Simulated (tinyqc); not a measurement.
Worked calculation: RHF in the sto-6g basis, for H3-, spin multiplicity 1. The basis has no diffuse functions, so it cannot describe the extra electron: this is an exercise in the method, not the real anion. One step of it, computed by the program tinyqc.

Task: Iteration 1: building the Fock matrix. J_ij = sum D_kl (ij|kl), K_ij = sum D_kl (ik|jl); F = H + J - 0.5 K; E = tr D H + tr D J / 2 - 0.25 tr D K + E_nn.

D at the start, lower triangle:
```
          1H 1s      2H 1s     3H 1s
1H 1s  1.141650
2H 1s  0.396343   1.191174
3H 1s  0.396343  -0.915980  1.191174
```

core Hamiltonian H = T + V (hartree), lower triangle:
```
           1H 1s      2H 1s      3H 1s
1H 1s  -1.303196
2H 1s  -0.573946  -1.097431
3H 1s  -0.573946  -0.089390  -1.097431
```

Two-electron integrals (ij|kl) in chemists' order, unique and non-zero (hartree):
```
(11|11) 0.774999   (21|11) 0.206714   (21|21) 0.077403   (22|11) 0.402317
(22|21) 0.206714   (22|22) 0.774999   (31|11) 0.206714   (31|21) 0.051913
(31|22) 0.101861   (31|31) 0.077403   (32|11) 0.027618   (32|21) 0.008719
(32|22) 0.020724   (32|31) 0.008719   (32|32) 0.001186   (33|11) 0.402317
(33|21) 0.101861   (33|22) 0.210214   (33|31) 0.206714   (33|32) 0.020724
(33|33) 0.774999
```

nuclear repulsion = 1.05162403 hartree

Give: Coulomb J; exchange K; Fock matrix F; total energy of this density.

Result:

Coulomb J (hartree), lower triangle:
```
       1H 1s  2H 1s  3H 1s
1H 1s  2.120
2H 1s  0.690  1.840
3H 1s  0.690  0.093  1.840
```

exchange K (hartree), lower triangle:
```
       1H 1s  2H 1s  3H 1s
1H 1s  1.302
2H 1s  0.613  1.146
3H 1s  0.613  0.003  1.146
```

Fock matrix F (hartree), lower triangle:
```
        1H 1s  2H 1s  3H 1s
1H 1s   0.166
2H 1s  -0.190  0.169
3H 1s  -0.190  0.002  0.169
```

total energy of this density = -1.22869 hartree
